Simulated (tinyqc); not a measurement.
Inside a calculation: electrons shared among three sets of ellipsoidal valleys. Values are carried at full precision from step to step, so a last printed digit may differ when a step is redone from the rounded ones.

Constants: hbar^2/2m0 = 3.80998211 eV angstrom^2; kB = 8.617333262e-05 eV/K.

Inputs chosen for the exercise (masses and offsets near those of InP; mobilities are free inputs, held fixed; shifted at random, so the results belong to these values and not to a real crystal): ml = (0.077, 1.829, 1.236) m0 (longitudinal masses of Gamma, L, X); mt = (0.077, 0.1305, 0.2641) m0 (transverse masses); M = (1, 4, 3) (valleys in each set); T = 77 K; dE = (0, 0.48, 0.803) eV (edges of Gamma, L, X above the first); n = 2.9e+18 1/cm^3 (total electron density); mu = (4400, 510, 200) cm^2/(V s) (mobility of each set).

## Masses of each set

One valley: m_d = (ml mt^2)^(1/3). Whole set: m_de = M^(2/3) m_d. Mean over three axes: 1/m_c = (1/ml + 2/mt)/3. Anisotropy K = ml/mt.

m_d, m_de, m_c (m0) and K of each set:
```
set       m_d    m_de     m_c      K
Gamma  0.0770  0.0770  0.0770   1.00
L      0.3146  0.7928  0.1890  14.02
X      0.4418  0.9189  0.3579   4.68
```

m_de/m_c is 1.00 for Gamma, 4.19 for L, 2.57 for X: many anisotropic valleys give many states at a light conductivity mass. m_c is the mean over three axes; a set that holds only some of the equivalent valleys conducts with a mass that depends on direction.

## Effective densities of states

N_i = M_i times N = 2 (m kB T/(4 pi c))^(3/2) with c = hbar^2/2m0, in 1/angstrom^3; times 1e24 for 1/cm^3, with m = (ml mt^2)^(1/3).

kT = 0.006635 eV

N_i (1/cm^3): Gamma 6.9721e+16, L 2.3036e+18, X 2.8743e+18

## Fermi level and populations

F_j(eta) = (1/Gamma(j + 1)) integral_0^infinity x^j dx/(1 + exp(x - eta)), which tends to exp(eta) for eta << 0.

Solve n = sum_i N_i F_1/2((EF - dE_i)/kT), energies from the edge of the first set.

EF = 0.0959 eV

eta_i: Gamma 14.46, L -57.88, X -106.56

n_i (1/cm^3): Gamma 2.90e+18, L 1.68e-07, X 1.51e-28

shares: Gamma 1.0000, L 0.0000, X 0.0000

Gamma holds most electrons (100.0 %). Boltzmann weights N_i exp(-dE_i/kT) would give L a share of 0.0000.

## Drift and Hall mobility of the mixture

With f_i the shares, mu_drift = sum f_i mu_i; low-field Hall mobility mu_H = sum f_i mu_i^2/mu_drift (scattering and anisotropy factors set to 1); the Hall density is n mu_drift/mu_H; rho = 1/(e n mu_drift), e = 1.602176634e-19 C.

mu_drift = 4400 cm^2/(V s)
mu_H = 4400 cm^2/(V s)
Hall density = 2.90e+18 1/cm^3
rho = 0.000489 ohm cm

A Hall measurement would read 100.0 % of the true density. The mobilities are of the size met in pure crystals; at this density impurities would cut them and raise rho, by a factor of two to ten or more depending on crystal and density.

## Checks

- Share of L at n = 1e10 1/cm^3 against the Boltzmann weight: both 1.265e-30.

Run: tinyqc, `OMP_NUM_THREADS=1 python tinyqc.py 1650621 1650622 out.jsonl`; Intel(R) Xeon(R) Processor @ 2.30GHz, one thread, shared host; about 0.01 s of CPU time with all checks.
